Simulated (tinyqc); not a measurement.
## MOSFET in the linear regime without short-channel effects, parameter extraction from computed curves: extraction methods against the drawn gate length

Inversion charge Q = Cox n Vt W0(exp((Vg - VT)/(n Vt))), W0 the Lambert function and n = nf; u = Q/Cox; mobility mu = mu0/(1 + th1 u + th2 u^2); channel resistance Rch = (L - dL)/(W mu Q); Id = Vd/(Rch + Rsd/W). Cox = eps0 eox/tox. Small Vd, no channel-length or drain effects.

From the continuous curve Id(Vg): tangent at peak gm (V_ext = Vg - Id/gm); constant current Id = 0.1 uA W/L; peak of d2Id/dVg2; Y = Id/sqrt(gm) drawn through Vg = VT + 0.6 and VT + 0.8 V, with intercept VT_Y and slope s. Mobilities gm,max L/(W Cox Vd) and s^2 L/(W Cox Vd) with the drawn L. Last column: share of Rsd/W in the total resistance at VT + 0.8 V.

Parameters, values chosen for the exercise; channel values of the order met in silicon transistors: temperature T = 77 K; relative permittivity of the gate insulator (close to silicon nitride) eox = 7.28; insulator thickness tox = 4.1 nm; low-field mobility mu0 = 270 cm^2/(V s); first mobility attenuation factor th1 = 0.33 1/V; second mobility attenuation factor th2 = 0.04 1/V^2; threshold voltage VT = 0.66 V; body factor nf = 1.24; gate width W = 10 um; drawn less effective length dL = 0.018 um; source plus drain resistance Rsd = 90 ohm um; drain voltage Vd = 0.025 V.

Constants: q = 1.602176634e-19 C, kB = 1.380649e-23 J/K, Vt = kB T/q, eps0 = 8.8541878128e-14 F/cm where lengths are in cm. Results are converted to the units shown.

Extraction methods against the drawn gate length:
```
L (um)	V_ext (V)	constant current (V)	second derivative (V)	VT_Y (V)	mobility from gm (cm^2/(V s))	mobility from Y (cm^2/(V s))	series share (%)
0.03	0.658	0.658	0.657	0.695	434	695	65.6
0.062	0.663	0.665	0.658	0.695	291	392	34.2
0.13	0.666	0.668	0.658	0.695	256	323	16.9
0.27	0.667	0.669	0.658	0.695	243	298	8.32
0.56	0.668	0.670	0.658	0.695	238	287	4.05
1.2	0.668	0.670	0.658	0.695	236	282	1.90
2.4	0.669	0.670	0.658	0.695	235	280	0.950
5	0.669	0.671	0.658	0.695	234	279	0.457
```

The model has VT = 0.66 V and mu0 = 270 cm^2/(V s). Over the table the extracted thresholds move by 10 mV (tangent), 13 mV (constant current), 1.5 mV (second derivative), under 0.5 mV (Y function). The mobility from gm falls from 434 to 234 and that from Y falls from 695 to 279 cm^2/(V s).

Program tinyqc, `OMP_NUM_THREADS=1 python tinyqc.py 2210088 2210089 out.jsonl`; Intel Xeon 2.30GHz, shared host, one thread, about 0.01 s.
